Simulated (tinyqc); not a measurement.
Gate sheet resistance from two finger widths.

Problem. At low frequency R = Rsh Wf/(3 L) + B/Wf, where B collects the channel and vertical terms. Find Rsh, B and the width of lowest R.

Inputs (values chosen for the exercise):
- L = 0.29 um (channel length)

input resistance of single fingers, contacted at one end, of width 0.58 and 9.5 um (ohm): [872.73563, 227.34422]

Solution. R Wf is a straight line in Wf^2; the minimum of R lies where both terms are equal.

Rsh = 16.00 ohm/square
B = 500.0 ohm um
width of lowest R = 5.214 um

tinyqc, about 0.01 s, one thread, Intel Xeon 2.30GHz (shared host): `OMP_NUM_THREADS=1 python tinyqc.py 2262168 2262169 out.jsonl`
